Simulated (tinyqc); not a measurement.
Which stress helps holes along [110]: six-band Luttinger-Kohn model with strain.

Six-band Luttinger-Kohn model in the basis |3/2,3/2>, |3/2,1/2>, |3/2,-1/2>, |3/2,-3/2>, |1/2,1/2>, |1/2,-1/2>, electron energies, zero at the top of the unstrained valence band. H = -[rows: (P+Q, -S, R, 0, -S/r2, r2 R); (-S*, P-Q, 0, R, -r2 Q, r32 S); (R*, 0, P-Q, S, r32 S*, r2 Q); (0, R*, S*, P+Q, -r2 R*, -S*/r2); (-S*/r2, -r2 Q, r32 S, -r2 R, P+Dso, 0); (r2 R*, r32 S*, r2 Q, -S/r2, 0, P+Dso)], r2 = sqrt(2), r32 = sqrt(3/2). Levels are twofold.

P = c g1 k^2 - av tr(e); Q = c g2 (kx^2 + ky^2 - 2 kz^2) - (b/2)(exx + eyy - 2 ezz); R = c sqrt3 [-g2 (kx^2 - ky^2) + 2i g3 kx ky] + (sqrt3/2) b (exx - eyy) - i d exy; S = 2 c sqrt3 g3 (kx - i ky) kz - d (exz - i eyz); c = hbar^2/2m0, e the strain tensor (not engineering shear).

s11 = (C11 + C12)/((C11 - C12)(C11 + 2 C12)), s12 = -C12/((C11 - C12)(C11 + 2 C12)), s44 = 1/C44; exx = s11 sxx + s12 (syy + szz) and cyclic, exy = s44 sxy/2; tension is positive. A uniaxial stress X along the unit vector n is s_ij = X n_i n_j.

Constants: hbar^2/2m0 = 3.80998211 eV angstrom^2.

Parameters, chosen for this exercise (near those of Si; not measured data): Dso = 0.046 eV (spin-orbit splitting); g1 = 4.34 (Luttinger gamma1); g2 = 0.34 (gamma2); g3 = 1.43 (gamma3); av = 2.33 eV (valence hydrostatic potential); b = -2.06 eV (tetragonal shear potential); d = -4.73 eV (trigonal shear potential); C11 = 169 GPa; C12 = 65.5 GPa; C44 = 77.4 GPa; X1 = 1.5 GPa (size of the stress).

Each load has size X1 (biaxial: sxx = syy); masses are curvatures of the top pair at k = 0.

Results:
```
load,splitting (meV),top edge (meV),m [110],m [001]
"uniaxial [110], compression",71.0,32.3,0.115,0.270
"uniaxial [110], tension",24.7,39.2,0.427,0.205
"uniaxial [100], compression",78.5,37.0,0.215,0.270
"uniaxial [100], tension",24.8,41.5,0.240,0.214
"uniaxial [111], compression",68.8,30.7,0.143,0.230
"uniaxial [111], tension",24.0,38.1,0.344,0.230
"biaxial (001), compression",24.8,6.6,0.214,0.273
"biaxial (001), tension",78.5,72.0,0.270,0.178
```

How do the results move, and what explains it?

The lightest mass along [110] (0.115) comes with uniaxial [110], compression. The largest splitting (78.5 meV) comes with uniaxial [100], compression; biaxial (001), tension. The heaviest mass along [001] (0.273), which lowers the confinement energy in a (001) channel, comes with biaxial (001), compression. The splitting per GPa follows b (s11 - s12) for loads along cube axes and d s44 for [111]: here 2 |b| (s11 - s12) = 39.8 and |d| s44/sqrt3 = 35.3 meV per GPa in the limit of large Dso; where the splitting nears Dso, mixing with the split-off band makes it depend on the sign of the load.

Program tinyqc; command `OMP_NUM_THREADS=1 python tinyqc.py 1080952 1080953 out.jsonl`; about 0.03 s on one thread of a shared Intel(R) Xeon(R) Processor @ 2.30GHz.
